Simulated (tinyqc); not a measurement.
Worked calculation: CCD on RHF in the sto-3g basis, for BeH+, spin multiplicity 1. Computed by tinyqc, a small Python program that keeps every step (integrals from PySCF). Settings: charge = 1, multiplicity = 1, basis = sto-3g, method = RHF, energy threshold = 1e-10, iteration cap = 58, orthogonalisation = symmetric, start = Wolfsberg-Helmholz matrix, DIIS depth = 6, amplitude equations = CCD, DIIS depth for amplitudes = 6, cap on updates = 68. Command: `OMP_NUM_THREADS=1 python tinyqc.py 25240 25241 out.jsonl` (the two numbers bound the seeds that draw the settings). One thread of a shared host (Intel(R) Xeon(R) Processor @ 2.60GHz), about 0.07 s of CPU time with the checks. The early iterations of the SCF are left out here.

## One-electron integrals

Geometry (angstrom):

| atom | x | y | z |
|---|---|---|---|
| Be | 0.0000 | 0.0000 | 0.0000 |
| H | 0.0000 | 0.0000 | 1.4740 |

Basis sto-3g: exponents (1/bohr^2) and contraction coefficients of normalised primitives:

| element | l (shell) | exponent | coefficient |
|---|---|---|---|
| Be | s (1) | 30.1679 | 0.1543 |
| Be | s (1) | 5.4951 | 0.5353 |
| Be | s (1) | 1.4872 | 0.4446 |
| Be | s (2) | 1.3148 | -0.1000 |
| Be | s (2) | 0.3055 | 0.3995 |
| Be | s (2) | 0.0994 | 0.7001 |
| Be | p (3) | 1.3148 | 0.1559 |
| Be | p (3) | 0.3055 | 0.6077 |
| Be | p (3) | 0.0994 | 0.3920 |
| H | s (1) | 3.4253 | 0.1543 |
| H | s (1) | 0.6239 | 0.5353 |
| H | s (1) | 0.1689 | 0.4446 |

Overlap, kinetic and nuclear-attraction integrals over the contracted functions; the nuclear repulsion is the sum of Za Zb / Rab.

nuclear repulsion = 1.436030 hartree

overlap S, lower triangle:
```
         1Be 1s  1Be 2s  1Be 2px  1Be 2py  1Be 2pz   2H 1s
1Be 1s   1.0000
1Be 2s   0.2595  1.0000
1Be 2px  0.0000  0.0000   1.0000
1Be 2py  0.0000  0.0000   0.0000   1.0000
1Be 2pz  0.0000  0.0000   0.0000   0.0000   1.0000
2H 1s    0.0517  0.4069   0.0000   0.0000   0.4854  1.0000
```

kinetic energy T (hartree), lower triangle:
```
          1Be 1s  1Be 2s  1Be 2px  1Be 2py  1Be 2pz   2H 1s
1Be 1s    6.6940
1Be 2s   -0.0330  0.2111
1Be 2px   0.0000  0.0000   0.6606
1Be 2py   0.0000  0.0000   0.0000   0.6606
1Be 2pz   0.0000  0.0000   0.0000   0.0000   0.6606
2H 1s    -0.0139  0.0500   0.0000   0.0000   0.1514  0.7600
```

nuclear attraction V (hartree), lower triangle:
```
           1Be 1s   1Be 2s  1Be 2px  1Be 2py  1Be 2pz    2H 1s
1Be 1s   -14.9201
1Be 2s    -1.9924  -2.6563
1Be 2px    0.0000   0.0000  -2.6040
1Be 2py    0.0000   0.0000   0.0000  -2.6040
1Be 2pz   -0.0149  -0.1326   0.0000   0.0000  -2.7055
2H 1s     -0.3972  -1.0579   0.0000   0.0000  -1.2429  -2.6561
```

core Hamiltonian H = T + V (hartree), lower triangle:
```
          1Be 1s   1Be 2s  1Be 2px  1Be 2py  1Be 2pz    2H 1s
1Be 1s   -8.2261
1Be 2s   -2.0254  -2.4452
1Be 2px   0.0000   0.0000  -1.9434
1Be 2py   0.0000   0.0000   0.0000  -1.9434
1Be 2pz  -0.0149  -0.1326   0.0000   0.0000  -2.0449
2H 1s    -0.4111  -1.0079   0.0000   0.0000  -1.0915  -1.8961
```

## Two-electron integrals

Functions are numbered as in S; the eight-fold symmetry (ij|kl) = (ji|kl) = (kl|ij) leaves the list below.

Two-electron integrals (ij|kl) in chemists' order, unique and non-zero (hartree):
```
(11|11) 2.2988   (21|11) 0.3920   (21|21) 0.0795   (22|11) 0.5710
(22|21) 0.1430   (22|22) 0.4177   (31|31) 0.0146   (32|31) 0.0219
(32|32) 0.0923   (33|11) 0.5696   (33|21) 0.1431   (33|22) 0.4176
(33|33) 0.4499   (41|41) 0.0146   (42|41) 0.0219   (42|42) 0.0923
(43|43) 0.0242   (44|11) 0.5696   (44|21) 0.1431   (44|22) 0.4176
(44|33) 0.4014   (44|44) 0.4499   (51|51) 0.0146   (52|51) 0.0219
(52|52) 0.0923   (53|53) 0.0242   (54|54) 0.0242   (55|11) 0.5696
(55|21) 0.1431   (55|22) 0.4176   (55|33) 0.4014   (55|44) 0.4014
(55|55) 0.4499   (61|11) 0.0772   (61|21) 0.0157   (61|22) 0.0284
(61|33) 0.0282   (61|44) 0.0282   (61|51) 0.0014   (61|52) 0.0026
(61|55) 0.0288   (61|61) 0.0032   (62|11) 0.1899   (62|21) 0.0483
(62|22) 0.1540   (62|33) 0.1481   (62|44) 0.1481   (62|51) 0.0063
(62|52) 0.0390   (62|55) 0.1656   (62|61) 0.0105   (62|62) 0.0850
(63|31) 0.0044   (63|32) 0.0207   (63|53) 0.0067   (63|63) 0.0077
(64|41) 0.0044   (64|42) 0.0207   (64|54) 0.0067   (64|64) 0.0077
(65|11) 0.2048   (65|21) 0.0527   (65|22) 0.1762   (65|33) 0.1657
(65|44) 0.1657   (65|51) 0.0103   (65|52) 0.0606   (65|55) 0.1969
(65|61) 0.0120   (65|62) 0.1105   (65|65) 0.1482   (66|11) 0.3571
(66|21) 0.0924   (66|22) 0.3304   (66|33) 0.3065   (66|44) 0.3065
(66|51) 0.0141   (66|52) 0.1125   (66|55) 0.3779   (66|61) 0.0206
(66|62) 0.2322   (66|65) 0.3204   (66|66) 0.7746
```

## Orthogonalisation

S = U s U^T; symmetric (Loewdin) form X = U s^(-1/2) U^T, so that X^T S X = 1.

eigenvalues of S: 0.3549  0.7945  1.0000  1.0000  1.1780  1.6726

X, lower triangle:
```
          1Be 1s   1Be 2s  1Be 2px  1Be 2py  1Be 2pz   2H 1s
1Be 1s    1.0277
1Be 2s   -0.1449   1.1209
1Be 2px   0.0000   0.0000   1.0000
1Be 2py   0.0000   0.0000   0.0000   1.0000
1Be 2pz  -0.0109   0.1098   0.0000   0.0000   1.1278
2H 1s     0.0231  -0.2856   0.0000   0.0000  -0.3338  1.2187
```

## Iteration 9 (converged): orbitals

converged F (hartree), lower triangle:
```
          1Be 1s   1Be 2s  1Be 2px  1Be 2py  1Be 2pz    2H 1s
1Be 1s   -5.0108
1Be 2s   -1.4084  -0.8662
1Be 2px   0.0000   0.0000  -0.1382
1Be 2py   0.0000   0.0000   0.0000  -0.1382
1Be 2pz   0.0174  -0.1335   0.0000   0.0000  -0.3043
2H 1s    -0.2854  -0.5075   0.0000   0.0000  -0.4193  -0.5111
```

Diagonalise F' = X^T F X, C = X C', fill 2 alpha and 2 beta electrons from the bottom; D = 2 C_occ C_occ^T. Each column has its largest component positive (the first on a tie).

F' = X^T F X (hartree), lower triangle:
```
         1        2        3        4        5        6
1  -4.9019
2  -0.7073  -0.4871
3   0.0000   0.0000  -0.1382
4   0.0000   0.0000   0.0000  -0.1382
5   0.0181   0.0070   0.0000   0.0000  -0.1343
6  -0.0209  -0.3350   0.0000   0.0000  -0.3420  -0.1951
```

orbital energies (hartree): MO1 -5.0136, MO2 -0.7121, MO3 -0.2605, MO4 -0.1382, MO5 -0.1382, MO6 0.2677

coefficients C:
```
             MO1      MO2      MO3     MO4      MO5      MO6
1Be 1s    0.9929  -0.1920  -0.2010  0.0000   0.0000   0.1209
1Be 2s    0.0265   0.5782   0.7575  0.0000   0.0000  -0.6798
1Be 2px   0.0000   0.0000   0.0000  0.3735   0.9276   0.0000
1Be 2py   0.0000   0.0000   0.0000  0.9276  -0.3735   0.0000
1Be 2pz  -0.0019   0.2867  -0.6263  0.0000   0.0000  -0.9597
2H 1s    -0.0025   0.4940  -0.2634  0.0000   0.0000   1.1684
```

D after iteration 9, lower triangle:
```
          1Be 1s  1Be 2s  1Be 2px  1Be 2py  1Be 2pz   2H 1s
1Be 1s    2.0456
1Be 2s   -0.1694  0.6701
1Be 2px   0.0000  0.0000   0.0000
1Be 2py   0.0000  0.0000   0.0000   0.0000
1Be 2pz  -0.1138  0.3314   0.0000   0.0000   0.1644
2H 1s    -0.1946  0.5712   0.0000   0.0000   0.2833  0.4881
```

Within a degenerate level the vectors are fixed only up to a rotation; this is one choice.

## Convergence

Stop when the energy changes by less than 1e-10 hartree and every element of the error matrix X^T (F D S - S D F) X is below 3e-06.

Course of the cycle:

| iteration | E (hartree) | change | largest element of the error matrix |
|---|---|---|---|
| 1 | -14.619676 | - | 1.54e-01 |
| 2 | -14.645120 | -2.54e-02 | 4.78e-02 |
| 3 | -14.654489 | -9.37e-03 | 2.55e-02 |
| 4 | -14.657379 | -2.89e-03 | 4.61e-03 |
| 5 | -14.657382 | -3.12e-06 | 2.94e-03 |
| 6 | -14.657401 | -1.87e-05 | 2.26e-04 |
| 7 | -14.657401 | -1.02e-07 | 5.62e-05 |
| 8 | -14.657401 | -6.63e-09 | 1.64e-07 |
| 9 | -14.657401 | -6.75e-14 | 2.09e-09 |

PySCF RHF in the same basis = -14.657401 hartree

Converged in 9 iterations.

## Integrals over molecular orbitals

(pq|rs) = sum C_ip C_jq C_kr C_ls (ij|kl), one index at a time.

one-electron integrals over orbitals h = C^T H C (hartree), lower triangle:
```
         1        2        3        4        5        6
1  -8.2165
2   0.1645  -2.1512
3   0.2022  -0.0098  -1.9316
4   0.0000   0.0000   0.0000  -1.9434
5   0.0000   0.0000   0.0000   0.0000  -1.9434
6  -0.0738   0.1876  -0.0505   0.0000   0.0000  -1.6262
```

Two-electron integrals over orbitals (pq|rs), unique and non-zero (hartree):
```
(11|11) 2.2755    (21|11) -0.1660   (21|21) 0.0207    (22|11) 0.4741
(22|21) 0.0015    (22|22) 0.5117    (31|11) -0.1736   (31|21) 0.0164
(31|22) -0.0171   (31|31) 0.0275    (32|11) 0.0469    (32|21) -0.0056
(32|22) -0.0676   (32|31) 0.0023    (32|32) 0.0400    (33|11) 0.5489
(33|21) -0.0127   (33|22) 0.3204    (33|31) 0.0039    (33|32) 0.0310
(33|33) 0.4599    (41|41) 0.0156    (42|41) 0.0135    (42|42) 0.0433
(43|41) 0.0140    (43|42) 0.0317    (43|43) 0.0513    (44|11) 0.5692
(44|21) -0.0060   (44|22) 0.3628    (44|31) -0.0061   (44|32) 0.0232
(44|33) 0.3963    (44|44) 0.4499    (51|51) 0.0156    (52|51) 0.0135
(52|52) 0.0433    (53|51) 0.0140    (53|52) 0.0317    (53|53) 0.0513
(54|54) 0.0242    (55|11) 0.5692    (55|21) -0.0060   (55|22) 0.3628
(55|31) -0.0061   (55|32) 0.0232    (55|33) 0.3963    (55|44) 0.4014
(55|55) 0.4499    (61|11) 0.0974    (61|21) -0.0158   (61|22) -0.0105
(61|31) -0.0035   (61|32) 0.0071    (61|33) 0.0170    (61|44) 0.0021
(61|55) 0.0021    (61|61) 0.0180    (62|11) -0.1262   (62|21) 0.0026
(62|22) 0.0490    (62|31) 0.0070    (62|32) -0.0482   (62|33) -0.0252
(62|44) -0.0596   (62|55) -0.0596   (62|61) 0.0023    (62|62) 0.1217
(63|11) 0.0555    (63|21) -0.0035   (63|22) -0.0560   (63|31) 0.0055
(63|32) 0.0344    (63|33) 0.0568    (63|44) 0.0214    (63|55) 0.0214
(63|61) 0.0071    (63|62) -0.0502   (63|63) 0.0518    (64|41) -0.0088
(64|42) -0.0291   (64|43) -0.0131   (64|64) 0.0255    (65|51) -0.0088
(65|52) -0.0291   (65|53) -0.0131   (65|65) 0.0255    (66|11) 0.5056
(66|21) -0.0008   (66|22) 0.5112    (66|31) -0.0150   (66|32) -0.0676
(66|33) 0.3487    (66|44) 0.3669    (66|55) 0.3669    (66|61) -0.0071
(66|62) 0.0793    (66|63) -0.0573   (66|66) 0.5501
```

## CCD: starting amplitudes

t_ij^ab = <ij||ab> / (e_i + e_j - e_a - e_b), whose energy is MP2.

Starting amplitudes (spin orbitals 1a, 1b, ...; amplitudes related by a flip of all spins are not repeated):

| from | to | t |
|---|---|---|
| 2a 2b | 6a 6b | -0.0621 |
| 2a 2b | 3a 3b | -0.0442 |
| 2a 2b | 4a 4b | -0.0377 |
| 2a 2b | 5a 5b | -0.0377 |
| 2a 2b | 3a 6b | 0.0337 |
| 1a 1b | 3a 3b | -0.0029 |
| 1a 2b | 4a 4b | -0.0025 |
| 1a 2b | 5a 5b | -0.0025 |
| 1a 1b | 6a 6b | -0.0017 |
| 1a 1b | 4a 4b | -0.0016 |
| 1a 1b | 5a 5b | -0.0016 |
| 1a 2b | 3b 6a | 0.0012 |
| 1a 2b | 3a 6b | -0.0012 |
| 1a 2b | 3a 3b | -4.51e-04 |
| 1a 2b | 6a 6b | -3.69e-04 |
| 1a 1b | 3a 6b | 3.46e-04 |
| 1a 2a | 3a 6a | 1.08e-05 |

correlation energy = -0.016167 hartree

## CCD: amplitude update 1

t_ij^ab D_ij^ab are set to the remaining terms of the spin-orbital equations, evaluated with the old amplitudes; for the doubles these are <ij||ab> + 1/2 <ab||ef> t_ij^ef + 1/2 <mn||ij> t_mn^ab + P(ij)P(ab) <mb||ej> t_im^ae + terms in t^2, D the orbital-energy denominators.

Amplitudes after update 1 (spin orbitals 1a, 1b, ...; amplitudes related by a flip of all spins are not repeated):

| from | to | t |
|---|---|---|
| 2a 2b | 6a 6b | -0.0831 |
| 2a 2b | 3a 3b | -0.0557 |
| 2a 2b | 3a 6b | 0.0505 |
| 2a 2b | 4a 4b | -0.0454 |
| 2a 2b | 5a 5b | -0.0454 |
| 1a 2b | 4a 4b | -0.0027 |
| 1a 2b | 5a 5b | -0.0027 |
| 1a 1b | 3a 3b | -0.0026 |
| 1a 1b | 4a 4b | -0.0015 |
| 1a 1b | 5a 5b | -0.0015 |
| 1a 1b | 6a 6b | -0.0014 |
| 1a 2b | 3b 6a | 0.0014 |
| 1a 2b | 3a 6b | -0.0014 |
| 1a 2b | 6a 6b | -4.94e-04 |
| 1a 2b | 3a 3b | -3.64e-04 |
| 1a 1b | 3a 6b | 1.69e-04 |
| 1a 2a | 3a 6a | 5.39e-05 |

correlation energy = -0.021463 hartree

## CCD: amplitude update 2

As before.

Amplitudes after update 2 (spin orbitals 1a, 1b, ...; amplitudes related by a flip of all spins are not repeated):

| from | to | t |
|---|---|---|
| 2a 2b | 6a 6b | -0.0902 |
| 2a 2b | 3a 3b | -0.0606 |
| 2a 2b | 3a 6b | 0.0580 |
| 2a 2b | 4a 4b | -0.0462 |
| 2a 2b | 5a 5b | -0.0462 |
| 1a 2b | 4a 4b | -0.0027 |
| 1a 2b | 5a 5b | -0.0027 |
| 1a 1b | 3a 3b | -0.0026 |
| 1a 1b | 4a 4b | -0.0015 |
| 1a 1b | 5a 5b | -0.0015 |
| 1a 2b | 3b 6a | 0.0015 |
| 1a 1b | 6a 6b | -0.0014 |
| 1a 2b | 3a 6b | -0.0014 |
| 1a 2b | 6a 6b | -0.0005 |
| 1a 2b | 3a 3b | -3.17e-04 |
| 1a 1b | 3a 6b | 1.47e-04 |
| 1a 2a | 3a 6a | 7.54e-05 |

correlation energy = -0.023318 hartree

## CCD: convergence

E_corr = 1/4 sum <ij||ab> t_ij^ab; stop when the norm of the change is below 1e-8.

Course of the amplitude iterations:

| update | correlation energy (hartree) | norm of the change |
|---|---|---|
| 0 | -0.016167 | - |
| 1 | -0.021463 | 7.09e-02 |
| 2 | -0.023318 | 2.74e-02 |
| 3 | -0.024464 | 1.17e-02 |
| 4 | -0.024459 | 1.80e-03 |
| 5 | -0.024459 | 1.41e-04 |
| 6 | -0.024458 | 2.09e-05 |
| 7 | -0.024458 | 2.15e-06 |
| 8 | -0.024458 | 1.90e-07 |
| 9 | -0.024458 | 7.32e-09 |

Converged amplitudes (spin orbitals 1a, 1b, ...; amplitudes related by a flip of all spins are not repeated):

| from | to | t |
|---|---|---|
| 2a 2b | 6a 6b | -0.0938 |
| 2a 2b | 3a 3b | -0.0657 |
| 2a 2b | 3a 6b | 0.0642 |
| 2a 2b | 4a 4b | -0.0450 |
| 2a 2b | 5a 5b | -0.0450 |
| 1a 2b | 4a 4b | -0.0027 |
| 1a 2b | 5a 5b | -0.0027 |
| 1a 1b | 3a 3b | -0.0026 |
| 1a 2b | 3b 6a | 0.0015 |
| 1a 1b | 4a 4b | -0.0015 |
| 1a 1b | 5a 5b | -0.0015 |
| 1a 2b | 3a 6b | -0.0014 |
| 1a 1b | 6a 6b | -0.0014 |
| 1a 2b | 6a 6b | -0.0006 |
| 1a 2b | 3a 3b | -2.84e-04 |
| 1a 1b | 3a 6b | 1.21e-04 |
| 1a 2a | 3a 6a | 8.23e-05 |

CCD total energy = -14.681859 hartree

Converged in 9 updates, with DIIS from the third.
